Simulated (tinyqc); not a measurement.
Non-radiative capture by multiphonon emission, one effective mode: one step, computed by the program tinyqc. Command: `OMP_NUM_THREADS=1 python tinyqc.py 3022563 3022564 out.jsonl capture walk`. One thread of a shared host (Intel(R) Xeon(R) Processor @ 2.30GHz), about 0.02 s of CPU time with the checks.

The initial state (free carrier plus empty centre) lies dE above the final state; both have the same frequency and are displaced by dQ.

Question. Scaled coefficient, cross-section and lifetime. Sommerfeld factor of a repulsive centre: s(k) = 2 pi nu/(exp(2 pi nu) - 1), nu = sqrt(Ry*/E), Ry* = Ry m/eps^2, averaged over (2/sqrt(pi)) sqrt(x) exp(-x) dx with x = E/k_B T = t^2 (trapezoid, t to 6 in steps of 0.01). C = s C_0; v = sqrt(3 k_B T/m); sigma = C/v; tau = 1/(C N_t).

Inputs (values chosen for the exercise, with mass, screening and phonons like those of GaSb):
```
quantity                  value   unit
carrier mass m           0.0385    m_0
dielectric constant eps    15.5      -
temperature T               200      K
defect density N_t        1e+16  cm^-3
```

Centre: repulsive.

C_0 = 7.900424e-10 cm^3/s

Constants: Ry = 13.605693123 eV; k_B = 8.617333262e-05 eV/K; k_B = 1.380649e-23 J/K; m_0 = 9.1093837015e-31 kg.

Give: Sommerfeld factor s; capture coefficient C; thermal velocity v; cross-section sigma; capture time.

Answer.

Sommerfeld factor s = 0.2937

capture coefficient C = 2.320e-10 cm^3/s

thermal velocity v = 4.860e+07 cm/s

cross-section sigma = 4.774e-18 cm^2

capture time = 4.310e-07 s
